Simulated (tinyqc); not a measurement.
Undoped symmetric double-gate MOSFET, analytic potential model: course of the iteration: beta at the source by Newton steps.

An undoped body of thickness ts between two equal insulators and tied gates; long channel, electrons only, n = ni exp((psi - V)/Vt) with V the quasi-Fermi potential (0 at the source, Vd at the drain), constant mobility, no quantisation. Across the body psi(x) = V - 2 Vt ln[(ts/(2 beta)) sqrt(q ni/(2 eps0 eps_r Vt)) cos(2 beta x/ts)], x from the centre. Q is the electron charge per area of the whole body.

With V = 0: f = ln(beta) - ln(cos beta) + 2 r beta tan(beta) - (Vg - V0)/(2 Vt); f' = 1/beta + tan(beta) + 2 r [tan(beta) + beta/cos^2(beta)]; beta(new) = beta - f/f'.

Stop when beta changes by less than 1e-11, or after 40 iterations. beta must stay between 0 and pi/2.

Parameters, values chosen for the exercise:
- T = 300 K (temperature)
- Vg = 0.85 V (gate voltage)

Constants: q = 1.602176634e-19 C, kB = 1.380649e-23 J/K, Vt = kB T/q. Results are converted to the units shown.

beta at the start = 0.5
r = 1.25405
V0 = 0.342986 V

Course of the iteration:

| iteration | beta | \|change\| |
|---|---|---|
| 1 | 2.24642 | 1.75 |

Did this iteration meet its convergence test, and what does its course show?

No. Stopped after 1 iteration(s) without a result. The last step lands on beta = 2.246, outside the interval from 0 to pi/2 on which the model is defined: f is much steeper near pi/2 than its tangent at the point before. A rerun with the start beta = 1.2 converges in 5 iterations.

Range of the model: In a body this thin, quantum confinement raises the threshold; it is left out. The surface density at the source passes 0.3 Nc, where Boltzmann statistics fail.

Program tinyqc, `OMP_NUM_THREADS=1 python tinyqc.py 2440016 2440017 out.jsonl`; Intel Xeon 2.30GHz, shared host, one thread, about 0.01 s.
